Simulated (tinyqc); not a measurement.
Zigzag graphene nanoribbon in tight binding, step by step. Values are carried at full precision from step to step, so a last printed digit may differ when a step is redone from the rounded ones.

A zigzag ribbon of N chains, sites A1, B1, A2, ..., BN across it. For each k it is a chain with bonds -2t cos(k/2) (A_n to B_n) and -t (B_n to A_(n+1)), and +D, -D on A and B. A1 and BN are the edge sites; the Dirac points project to k = 2 pi/3.

Parameters, chosen for this exercise (near those used for graphene; shifted at random, so the results belong to these values and not to a real crystal): t = 2.68 eV (hopping); N = 5 (zigzag chains); D = 0 eV (sublattice potential, +D on A and -D on B); k = 2.62 (k times the period sqrt3 acc); acc = 1.42 angstrom (bond length).

## The chain at this k

Form the k-dependent bond and the matrix.

2 cos(k/2) = 0.51570

H(k) (eV), lower triangle:
```
         A1       B1       A2       B2       A3       B3       A4       B4       A5  B5
A1        0
B1  -1.3821        0
A2        0  -2.6800        0
B2        0        0  -1.3821        0
A3        0        0        0  -2.6800        0
B3        0        0        0        0  -1.3821        0
A4        0        0        0        0        0  -2.6800        0
B4        0        0        0        0        0        0  -1.3821        0
A5        0        0        0        0        0        0        0  -2.6800        0
B5        0        0        0        0        0        0        0        0  -1.3821   0
```

An edge state of the finite ribbon needs 2 cos(k/2) < N/(N + 1) = 0.8333: it exists here.

## Levels and where the middle pair lives

Diagonalise H; average the weights of the two middle levels.

levels (eV): -3.9055  -3.4510  -2.7458  -1.8903  -0.0721  0.0721  1.8903  2.7458  3.4510  3.9055

weights: A1 0.370, B1 0.001, A2 0.098, B2 0.006, A3 0.025, B3 0.025, A4 0.006, B4 0.098, A5 0.001, B5 0.370

The two edge sites hold 74.0 % of the middle pair, against 20.0 % for an even spread.

## The edge state from the half-plane solution

On a half plane the state lives on one sublattice with amplitudes (-x)^n, x = 2 cos(k/2): weight 1 - x^2 on the edge site, decay length -1.5 acc/ln x of the amplitude. The two edges mix to |E| = sqrt(D^2 + e^2), e about t x^N (1 - x^2).

edge weight = 0.7341
decay length = 3.216 angstrom
e = 0.0718 eV
|E| = 0.0718 eV

Diagonalising the chain of 10 sites gives |E| = 0.0721 eV; the estimate is -0.5 % from it.

## Checks

- Level at k = pi next to the edge pair against sqrt(t^2 + D^2): both 2.68000.

Program tinyqc; command `OMP_NUM_THREADS=1 python tinyqc.py 1482812 1482813 out.jsonl`; about 0.01 s on one thread of a shared Intel(R) Xeon(R) Processor @ 2.30GHz.
